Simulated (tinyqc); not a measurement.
Solid solubility of a dopant against its melt (retrograde solidus), clustering and the electrically active fraction: one step, computed by the program tinyqc. Command: `OMP_NUM_THREADS=1 python tinyqc.py 3016433 3016434 out.jsonl retro walk`. One thread of a shared host (Intel(R) Xeon(R) Processor @ 2.30GHz), about 0.01 s of CPU time with the checks.

Problem. Active fraction after the anneal. A highly soluble donor (another dopant than that of the solidus) is limited by clustering. Donors N_a are active, and clusters hold m atoms each: N_t = N_a + m C, m C = N* (N_a/N*)^m, with N*(T) = N*(1273 K) exp[-(E_b/k_B)(1/T - 1/1273)]. Resistivity = 1/(e mu N_a).

Inputs (values chosen for the exercise, of the order of those of aluminium in silicon for the solubility):

| quantity | value | unit |
|---|---|---|
| total dopant density N_t | 1.5e+20 | 1/cm^3 |
| atoms per cluster m | 3 | - |
| cluster scale N* at 1273 K | 4.3e+20 | 1/cm^3 |
| activation energy E_b of the cluster scale | 0.57 | eV |
| anneal temperature T_a | 1225 | K |
| mobility mu | 50 | cm^2/(V s) |

Clustering: clusters of m atoms, electrons left out.

Constants: k_B = 8.617333262e-05 eV/K; e = 1.602176634e-19 C.

Give: N*(T_a); active density N_a; active fraction; resistivity.

Solution.

N*(T_a) = 3.5079e+20 1/cm^3

active density N_a = 1.3151e+20 1/cm^3

active fraction = 0.87676

resistivity = 0.94917 milliohm cm

Doubling the dose would raise N_a by only 65 %. Caution: this clustering law is a generic form; degeneracy and a doping-dependent mobility are left out.
